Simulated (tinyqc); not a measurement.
Bound state in one dimension: Numerov shooting, finite differences, DVR, step by step. Computed by tinyqc, a small Python program that keeps every step. Settings: points = 48. Command: `OMP_NUM_THREADS=1 python tinyqc.py 21792 21793 out.jsonl` (the two numbers bound the seeds that draw the settings). One thread of a shared host (Intel(R) Xeon(R) Processor @ 2.60GHz), about 0.01 s of CPU time with the checks.

## Numerov steps at E = 0.1

One particle of mass 1 in V = 1.51^2 x^2/2 + 0.24 x^4 (atomic units), psi = 0 at both ends:
```
parameter,value
left end,-4.500000
right end,4.500000
intervals,48
h,0.187500
state sought (nodes),0
```

k_i = 2 m (E - V_i); (1 + h^2 k_(i+1)/12) y_(i+1) = 2 (1 - 5 h^2 k_i/12) y_i - (1 + h^2 k_(i-1)/12) y_(i-1), from y_0 = 0, y_1 = 0.001.

Points along the way:
```
i,x,V,k,y
0,-4.500000,121.501013,-242.802025,0.000000
1,-4.312500,104.211734,-208.223469,0.001000
2,-4.125000,88.886222,-177.572444,0.016884
3,-3.937500,75.364294,-150.528589,0.216838
4,-3.750000,63.492891,-126.785781,2.198428
5,-3.562500,53.126068,-106.052136,18.049524
16,-1.500000,3.780112,-7.360225,9602363.343500
17,-1.312500,2.676125,-5.152250,1.65e+07
18,-1.125000,1.827309,-3.454619,2.65e+07
19,-0.937500,1.187391,-2.174783,3.95e+07
20,-0.750000,0.717216,-1.234431,5.56e+07
21,-0.562500,0.384746,-0.569492,7.41e+07
```

## Bisection on the node count

With more sign changes than the state has nodes (the last point included) the energy is too high, else too low; the bracket starts as 0.1 to 12.

Trials:
```
trial,E,sign changes,y at the right end,next
1,6.05000000,3,-9.75e+14,lower
2,3.07500000,2,6.44e+16,lower
3,1.58750000,1,-1.19e+18,lower
4,0.84375000,1,-2.65e+17,lower
5,0.47187500,0,9.80e+18,raise
6,0.65781250,0,2.96e+18,raise
7,0.75078125,0,1.02e+18,raise
8,0.79726562,0,3.07e+17,raise
9,0.82050781,0,4.33e+15,raise
10,0.83212891,1,-1.34e+17,lower
11,0.82631836,1,-6.61e+16,lower
12,0.82341309,1,-3.11e+16,lower
13,0.82196045,1,-1.35e+16,lower
14,0.82123413,1,-4.58e+15,lower
...,...,...,...,...
29,0.82086004,0,1.38e+11,raise
30,0.82086006,0,1.64e+09,raise
31,0.82086006,1,-6.63e+10,lower
```

eigenvalue = 0.82086006 hartree

## The same grid by other methods

Three-point finite differences and the sine-DVR kinetic matrix of Colbert and Miller on the same points.

Lowest levels (hartree):
```
state,finite differences,DVR
0,0.817605,0.820884
1,2.551360,2.570324
2,4.453376,4.509504
```
